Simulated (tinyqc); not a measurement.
Empirical pseudopotential in a few plane waves, step by step. One step of it, computed by the program tinyqc.

Task: Levels at k. Diagonalise the Hermitian matrix.

H(k) at k (eV), lower triangle:
```
           +0+0+0     -1-1-1     -1-1+1     -1+1-1     -1+1+1     +1-1-1     +1-1+1     +1+1-1
+0+0+0   1.199960
-1-1-1   2.453273   9.309604
-1-1+1  -2.453273   0.000000   8.240200
-1+1-1  -2.453273   0.000000   0.544228  18.043066
-1+1+1  -2.453273  -0.544228   0.000000   0.000000  16.973663
+1-1-1  -2.453273   0.000000   0.544228   0.544228   0.000000  12.161347
+1-1+1  -2.453273  -0.544228   0.000000   0.000000   0.544228   0.000000  11.091943
+1+1-1  -2.453273  -0.544228   0.000000   0.000000   0.544228   0.000000   0.544228  20.894809
+1+1+1   2.453273   0.000000  -0.544228  -0.544228   0.000000  -0.544228   0.000000   0.000000
-2+0+0   0.000000  -2.453273  -2.453273  -2.453273   2.453273   0.856240  -0.856240  -0.856240
+0-2+0   0.000000  -2.453273  -2.453273   0.856240  -0.856240  -2.453273   2.453273  -0.856240
+0+0-2   0.000000  -2.453273   0.856240  -2.453273  -0.856240  -2.453273  -0.856240   2.453273
+0+0+2   0.000000  -0.856240   2.453273  -0.856240  -2.453273  -0.856240  -2.453273   0.856240
+0+2+0   0.000000  -0.856240  -0.856240   2.453273  -2.453273  -0.856240   0.856240  -2.453273
+2+0+0   0.000000  -0.856240  -0.856240  -0.856240   0.856240   2.453273  -2.453273  -2.453273

           +1+1+1     -2+0+0     +0-2+0     +0+0-2     +0+0+2     +0+2+0     +2+0+0
+1+1+1  19.825406
-2+0+0  -0.856240  16.171610
+0-2+0  -0.856240   0.544228  10.289890
+0+0-2  -0.856240   0.544228   0.544228  20.092757
+0+0+2  -2.453273  -0.544228  -0.544228   0.000000  17.953950
+0+2+0  -2.453273  -0.544228   0.000000  -0.544228   0.544228  27.756816
+2+0+0  -2.453273   0.000000  -0.544228  -0.544228   0.544228   0.544228  21.875096
```

Give: eigenvalues.

Result:

eigenvalues (eV): -1.7182  4.6781  7.0932  7.3567  12.1327  13.4390  14.5846  15.1211  17.2390  18.2030  21.1254  21.8799  24.5525  25.4877  30.7055
